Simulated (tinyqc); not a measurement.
Planar ballistic transistor, top-of-the-barrier model: transfer curve.

At the top of the source barrier, states moving towards the drain are filled by the source (Fermi level 0) and states moving back by the drain (Fermi level -q Vd); nothing scatters. U is the shift of the band edge there, set by the capacitances CG, CD and CS (the total) and by the charge. Parabolic two-dimensional band; the source is grounded.

N0 = gv m kB T/(pi hbar^2), CG = eps0 eox/tox, vT = sqrt(2 kB T/(pi m)), CS = CG/aG, n0 = n at U = 0 and Vd = 0. eta1 = -(E0 + U)/Vt, eta2 = eta1 - Vd/Vt, n = (N0/2)[F_0(eta1) + F_0(eta2)], F_0(x) = ln(1 + exp x). U = UL + q (n - n0)/CS with UL = -(aG Vg + aD Vd), energies in eV. I = q (N0/2) vT [F_(1/2)(eta1) - F_(1/2)(eta2)] per width, F_(1/2)(x) = (2/sqrt(pi)) int_0^infinity u^(1/2)/(1 + exp(u - x)) du. CQ = (q/Vt) dn/d(eta1).

Values chosen for this exercise; mass and valleys close to those of indium arsenide:
- T = 300 K (temperature)
- m = 0.0311 m0 (effective mass)
- gv = 1 (valley degeneracy)
- eox = 16 (relative permittivity of the gate insulator)
- tox = 1.1 nm (insulator thickness)
- aG = 0.79 (gate control CG/CS)
- aD = 0.057 (drain control CD/CS)
- E0 = 0.34 eV (band edge at the barrier top above the source Fermi level at zero bias)
- Vd = 0.8 V (drain voltage)

Constants: q = 1.602176634e-19 C, kB = 1.380649e-23 J/K, hbar = 1.054571817e-34 J s, m0 = 9.1093837015e-31 kg, Vt = kB T/q, eps0 = 8.8541878128e-14 F/cm where lengths are in cm. Results are converted to the units shown.

Transfer curve:
```
Vg (V),eta1,n (cm^-2),I (uA/um),mean velocity I/(q n) (cm/s),CQ/CS
0,-11.388,1.9029e6,9.3013e-4,3.0508e7,7.2341e-7
0.12,-7.7209,7.4453e7,0.036395,3.0510e7,2.8298e-5
0.25,-3.7497,3.9045e9,1.9150,3.0612e7,0.0014672
0.38,0.17430,1.3167e11,71.941,3.4102e7,0.034694
0.5,3.6563,6.1828e11,474.34,4.7884e7,0.062232
0.62,7.1048,1.1932e12,1198.5,6.2693e7,0.063787
0.75,10.839,1.8202e12,2226.8,7.6357e7,0.063838
0.88,14.573,2.4473e12,3455.2,8.8122e7,0.063839
1,18.020,3.0261e12,4741.4,9.7794e7,0.063840
```

The current rises from 9.30e-4 to 4740 uA/um. Between the first two rows the swing is 75.4 mV a decade, against Vt ln 10/aG = 75.3. CQ/CS goes from 7.2e-7 to 0.064, so a volt on the gate moves the band edge by 0.79 eV in the first row and 0.74 eV in the last: the device stays near the quantum-capacitance limit. The mean velocity rises from 3.05e7 to 9.78e7 cm/s. For Vg = 0.88 to 1 V the source Fermi level lies over 0.3 eV above the band edge, where a light band is no longer parabolic.

tinyqc, about 0.01 s, one thread, Intel Xeon 2.30GHz (shared host): `OMP_NUM_THREADS=1 python tinyqc.py 2400170 2400171 out.jsonl`
